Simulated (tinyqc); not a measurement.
Worked calculation: Hubbard chain of 4 sites. Computed by tinyqc, a small Python program that keeps every step. Settings: hopping = 1.38, U = 3.7, mixing = 0.2, iteration cap = 71. Command: `OMP_NUM_THREADS=1 python tinyqc.py 29743 29744 out.jsonl` (the two numbers bound the seeds that draw the settings). One thread of a shared host (Intel(R) Xeon(R) Processor @ 2.60GHz), about 0.2 s of CPU time with the checks.

one-body matrix (hopping and site energies) (eV), order 1, 2, 3, 4:
```
[[0.0000, -1.3800, 0.0000, 0.0000],
 [-1.3800, 0.0000, -1.3800, 0.0000],
 [0.0000, -1.3800, 0.0000, -1.3800],
 [0.0000, 0.0000, -1.3800, 0.0000]]
```

U = 3.7000 eV

electrons, up and down: [2, 2]

n(up) at the start (a guess, not normalised): [0.5500, 0.4500, 0.5500, 0.4500]

n(down) at the start (a guess): [0.4500, 0.5500, 0.4500, 0.5500]

Each step fills the lowest levels of T + U n(other spin) and sets n(new) = n + mixing (n(out) - n); stop when output and input agree to 1e-8.

Course of the cycle:
```
iteration     E (eV)  largest |n(out) - n(in)|  mean |n_up - n_down|
1          -2.500884                  3.81e-02                0.1473
2          -2.507270                  4.00e-02                0.1622
3          -2.514741                  4.22e-02                0.1783
4          -2.523407                  4.46e-02                0.1956
5          -2.533346                  4.72e-02                0.2140
6          -2.544594                  4.97e-02                0.2335
7          -2.557125                  5.23e-02                0.2538
8          -2.570843                  5.46e-02                0.2748
9          -2.585575                  5.67e-02                0.2963
10         -2.601079                  5.84e-02                0.3181
11         -2.617052                  5.96e-02                0.3398
...              ...                       ...                   ...
61         -2.783249                  1.02e-03                0.6308
62         -2.783251                  9.24e-04                0.6310
63         -2.783253                  8.34e-04                0.6311
64         -2.783255                  7.52e-04                0.6313
65         -2.783256                  6.78e-04                0.6314
66         -2.783257                  6.11e-04                0.6315
67         -2.783258                  5.51e-04                0.6317
68         -2.783258                  4.97e-04                0.6317
69         -2.783259                  4.48e-04                0.6318
70         -2.783259                  4.03e-04                0.6319
71         -2.783260                  3.64e-04                0.6320
```

Can the last value be used, and what does the course show?

Not by the stop rule, although the second column moves by less than 1e-06 over the last three steps. Not converged within 71 iterations: the residual falls steadily but slowly, by a factor of about 0.90 a step. The lowest mean-field energy found from random starts is -2.78326 eV. Reruns (cap 100 unless said): mixing 0.5: converged in 65 (E = -2.78326); mixing 0.9: converged in 33 (E = -2.78326); the original settings with a cap of 400: converged in 172 (E = -2.78326).
